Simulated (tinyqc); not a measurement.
Absorption coefficient and reflectance from two thicknesses.

Inverse problem. With transparent contact layers the responsivity is (1 - Rf)(1 - exp(-al wi)) q lam/(h c). The second absorber is twice as thick as the first. Find al and Rf.

Inputs (values chosen for the exercise): wavelength lam = 850 nm.

Constants: q = 1.602176634e-19 C, h = 6.62607015e-34 J s, c = 299792458 m/s. Results are converted to the units shown.

responsivity for wi = 0.21 and 0.42 um (A/W): [0.11222947, 0.20404537]

Answer. The ratio of the responsivities is 1 + exp(-al w1), which gives al; either value then gives 1 - Rf.

al = 9560 1/cm
Rf = 0.1000

Program tinyqc, `OMP_NUM_THREADS=1 python tinyqc.py 2250038 2250039 out.jsonl`; Intel Xeon 2.30GHz, shared host, one thread, about 0.01 s.
